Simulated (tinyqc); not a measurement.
## Doping and barrier from two capacitances

Inverse problem. A Schottky diode on a uniformly doped n-type layer obeys (A/C)^2 = 2 (Vbi - V - Vt)/(q eps0 eps_r Nd) in reverse bias, with phiB = Vbi + Vt ln(Nc/Nd) and image force ignored. Find Nd, Vbi and phiB.

Inputs (values chosen for the exercise); band and dielectric values those of a made-up semiconductor: temperature T = 300 K; relative permittivity eps_r = 11; conduction-band density of states at T Nc = 2.3e19 cm^-3; diode area A = 0.009 cm^2.

Constants: q = 1.602176634e-19 C, kB = 1.380649e-23 J/K, Vt = kB T/q, eps0 = 8.8541878128e-14 F/cm where lengths are in cm. Results are converted to the units shown.

C at V = -1 and -7.8 V (pF): 1274.2525  507.90880

Answer. The slope of (A/C)^2 against -V gives Nd, the intercept Vbi - Vt, and the Fermi-level depth Vt ln(Nc/Nd) is added for the barrier.

Nd = 3.30e17 cm^-3
Vbi = 0.310 V
phiB = 0.420 eV

tinyqc, about 0.07 s, one thread, Intel Xeon 2.30GHz (shared host): `OMP_NUM_THREADS=1 python tinyqc.py 2020154 2020155 out.jsonl`
